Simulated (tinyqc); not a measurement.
Interface traps from C-V curves, high-low and Terman methods: one step of the calculation.

MOS capacitor on an n-type substrate; psi is the band bending, negative in depletion; only majority carriers are counted. At the bending psi the Fermi level lies y = xi - psi below the conduction edge at the surface, xi = Vt ln(Nc/Nd). Dit(y) = D0 + D1 exp(-y/E1); traps fill up to the Fermi level, follow the bias and a slow signal, and do not follow a fast one. V is the gate voltage from flat band.

Question. The curves. Cox = 3.9 eps0/EOT, LD = sqrt(eps0 eps_r Vt/(q Nd)), u = psi/Vt, Cd = (eps0 eps_r/(sqrt(2) LD)) |exp(u) - 1|/sqrt(exp(u) - u - 1). Ideal V0 = psi - sqrt(2) (eps0 eps_r Vt/LD) sqrt(exp(u) - u - 1)/Cox for psi < 0; the traps add dV = (q/Cox) times the integral of Dit from 0 to psi = (q/Cox) [D0 psi + D1 E1 exp(-xi/E1) (exp(psi/E1) - 1)]. 1/C_HF = 1/Cox + 1/Cd, 1/C_LF = 1/Cox + 1/(Cd + q Dit). Take n equally spaced psi from pa to pb.

Values chosen for this exercise; band and dielectric values close to those of gallium nitride:
```
symbol,value,unit,meaning
T,250,K,temperature
eps_r,9.35,,relative permittivity
Nc,1.77e18,cm^-3,conduction-band density of states at T
Nd,1.8e17,cm^-3,donor density
EOT,3,nm,equivalent oxide thickness
D0,2.3e11,cm^-2 eV^-1,trap density far from the band edge
D1,3.9e12,cm^-2 eV^-1,band-tail density at the conduction edge
E1,0.15,eV,decay energy of the tail
n,7,,points
pa,-0.9,V,deepest band bending
pb,-0.032,V,shallowest band bending
```

Constants: q = 1.602176634e-19 C, kB = 1.380649e-23 J/K, Vt = kB T/q, eps0 = 8.8541878128e-14 F/cm where lengths are in cm. Results are converted to the units shown.

Wanted: psi; y; Dit; V0; V; C_HF; C_LF; Cox.

Answer.

psi, point 0 to 6 (V): [-0.9000, -0.7553, -0.6107, -0.4660, -0.3213, -0.1767, -0.0320]
y, point 0 to 6 (eV): [0.9492, 0.8046, 0.6599, 0.5152, 0.3706, 0.2259, 0.0812]
Dit, point 0 to 6 (cm^-2 eV^-1): [2.370e11, 2.483e11, 2.779e11, 3.557e11, 5.597e11, 1.095e12, 2.499e12]
V0, point 0 to 6 (V): [-1.078, -0.918, -0.756, -0.593, -0.425, -0.251, -0.056]
V, point 0 to 6 (V): [-1.165, -1.000, -0.834, -0.663, -0.487, -0.298, -0.068]
C_HF, point 0 to 6 (nF/cm^2): [105.9, 114.8, 126.7, 143.5, 170.1, 223.5, 428.5]
C_LF, point 0 to 6 (nF/cm^2): [136.2, 146.1, 160.8, 185.3, 231.1, 324.9, 558.0]
Cox = 1151 nF/cm^2

At the deepest bending the traps stretch the gate voltage from -1.08 to -1.17 V.

Range of the model: Traps more than about 25 kB T below the conduction edge emit electrons too slowly to follow an ordinary sweep, so the deepest points are idealised.

tinyqc, about 0.01 s, one thread, Intel Xeon 2.30GHz (shared host): `OMP_NUM_THREADS=1 python tinyqc.py 2030091 2030092 out.jsonl`
